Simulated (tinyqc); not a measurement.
Worked calculation: coupled-perturbed Hartree-Fock on RHF in the 3-21g basis, for H3+, spin multiplicity 1. One step of it, computed by the program tinyqc.

Problem. Response to a field: uncoupled start. Field along z; U_ai = -mu_ai / (e_a - e_i), alpha = -4 sum U_ai mu_ai.

orbital energies (hartree): MO1 -1.052942, MO2 -0.247194, MO3 -0.212599, MO4 0.673066, MO5 0.780436, MO6 0.826890

dipole integrals <a|z|i> (bohr):
```
,i1
a2,0.000000
a3,-1.070649
a4,0.000000
a5,0.000000
a6,-0.005507
```

Give: uncoupled U; uncoupled polarisability.

Solution.

uncoupled U:
```
,i1
a2,0.000
a3,1.274
a4,0.000
a5,0.000
a6,0.003
```

uncoupled polarisability = 5.456 bohr^3
